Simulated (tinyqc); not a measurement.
# Undoped symmetric double-gate MOSFET, analytic potential model: two studies

An undoped body of thickness ts between two equal insulators and tied gates; long channel, electrons only, n = ni exp((psi - V)/Vt) with V the quasi-Fermi potential (0 at the source, Vd at the drain), constant mobility, no quantisation. Across the body psi(x) = V - 2 Vt ln[(ts/(2 beta)) sqrt(q ni/(2 eps0 eps_r Vt)) cos(2 beta x/ts)], x from the centre. Q is the electron charge per area of the whole body.

Inputs (values chosen for the exercise); material values close to those of silicon:
- T = 300 K (temperature)
- Eg = 1.12 eV (band gap)
- eps_r = 11.5 (relative permittivity of the semiconductor)
- Nc = 2.83e19 cm^-3 (conduction-band density of states at T)
- Nv = 2.61e19 cm^-3 (valence-band density of states at T)
- eox = 26 (relative permittivity of the gate insulator)
- tox = 12 nm (insulator thickness)
- ts = 5 nm (body thickness)
- dphi = -0.12 V (gate work function less that of the intrinsic body)
- mu = 130 cm^2/(V s) (channel mobility)
- L = 1 um (gate length)
- Vd = 0.05 V (drain voltage)

Constants: q = 1.602176634e-19 C, kB = 1.380649e-23 J/K, Vt = kB T/q, eps0 = 8.8541878128e-14 F/cm where lengths are in cm. Results are converted to the units shown.

Each table varies one quantity; the others keep the values above.

## Effect of the insulator thickness

ni = sqrt(Nc Nv) exp(-Eg/(2 Vt)), Eg in volts; r = eps_r tox/(eox ts); V0 = dphi + 2 Vt ln[(2/ts) sqrt(2 eps0 eps_r Vt/(q ni))]. beta (between 0 and pi/2) solves (Vg - V0 - V)/(2 Vt) = ln(beta) - ln(cos beta) + 2 r beta tan(beta). Q = 8 eps0 eps_r Vt beta tan(beta)/ts; I = mu (1/L)(4 eps0 eps_r/ts)(2 Vt)^2 [g(beta_s) - g(beta_d)] per width, g = beta tan(beta) - beta^2/2 + r beta^2 tan^2(beta), with beta_s at V = 0 and beta_d at V = Vd.  I(low) is taken at Vg = 0.15 V, Qs and I(high) at Vg = 0.9 V.

The same in every row: V0 (V) = 0.3975.

Effect of the insulator thickness:
```
tox (nm),I(low) (nA/um),Qs(high) (nC/cm^2),I(high) (uA/um)
4,0.08408,4384,26.85
5.8,0.08408,3155,19.37
8.3,0.08408,2293,14.10
12,0.08407,1648,10.15
17,0.08407,1203,7.421
25,0.08406,846.8,5.232
36,0.08404,606.1,3.748
```

What does the comparison show?

As tox goes from 4 to 36 nm, I(low) stays near 0.0841 nA/um and I(high) falls from 26.9 to 3.75 uA/um. On average I(low) is independent of tox and I(high) goes as tox^(-0.90). Below threshold no voltage drops over the insulator in this long-channel model, so its thickness does not matter there. In every row the surface density at the source at the higher gate voltage passes 0.3 Nc, where Boltzmann statistics fail. In every row the body is thin enough for quantum confinement, left out here, to raise the threshold.

## Output curve

Q = 8 eps0 eps_r Vt beta tan(beta)/ts; I = mu (1/L)(4 eps0 eps_r/ts)(2 Vt)^2 [g(beta_s) - g(beta_d)] per width, g = beta tan(beta) - beta^2/2 + r beta^2 tan^2(beta), with beta_s at V = 0 and beta_d at V = Vd.

In this table Vg = 0.7 V.

Output curve:
```
Vd (V),Qd (nC/cm^2),Qd/Qs,I (uA/um)
0.06,780.20,0.80151,6.8354
0.11,624.17,0.64122,11.397
0.16,474.27,0.48722,14.963
0.22,306.16,0.31452,17.996
0.27,181.71,0.18668,19.572
0.32,82.276,0.084524,20.412
0.38,17.181,0.017650,20.757
0.43,2.9320,0.0030121,20.810
0.48,0.43636,4.4828e-4,20.819
```

The current rises from 6.84 to 20.8 uA/um, while the charge at the drain end falls from 0.80 to 4.5e-4 of that at the source. The current first comes within 1 % of its last value at Vd = 0.38 V among the rows. Over the last rows Qd falls by a factor of e for each Vt of drain voltage: the drain end is in weak inversion. In every row the surface density at the source passes 0.3 Nc, where Boltzmann statistics fail. In every row the body is thin enough for quantum confinement, left out here, to raise the threshold.

tinyqc, about 0.03 s, one thread, Intel Xeon 2.30GHz (shared host): `OMP_NUM_THREADS=1 python tinyqc.py 2440140 2440141 out.jsonl`
